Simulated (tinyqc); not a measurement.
Specific resistance of a metal-semiconductor contact and its transmission-line measurement: one step, computed by the program tinyqc.

The barrier is parabolic (depletion approximation), energies E are normal energies counted from the band edge in the neutral semiconductor (downwards for holes), and the bias is zero. xi is an input, held fixed when other inputs move.

Problem. Current crowding. Transmission-line model: transfer length L_T = sqrt(rho_c/R_sh); R_c = (R_sh L_T/W) coth(d/L_T). Limits: rho_c/(W d) for d << L_T, sqrt(rho_c R_sh)/W for d >> L_T.

Inputs (values chosen for the exercise, modelled on n-type GaN):
```
quantity               value        unit
temperature T            300           K
sheet resistance R_sh     11         ohm
contact length d          14  micrometre
contact width W         0.19  micrometre
```

Image-force lowering: left out.

specific contact resistance rho_c = 3.236725e-09 ohm cm^2

Give: transfer length L_T; d/L_T; contact resistance R_c; R_c W; short-contact limit; long-contact limit.

Solution.

transfer length L_T = 0.1715 micrometre

d/L_T = 81.62

contact resistance R_c = 9.931 ohm

R_c W = 1.887 ohm micrometre

short-contact limit = 0.1217 ohm

long-contact limit = 9.931 ohm

The contact is long: current crowds at the front edge, and more length does not help.
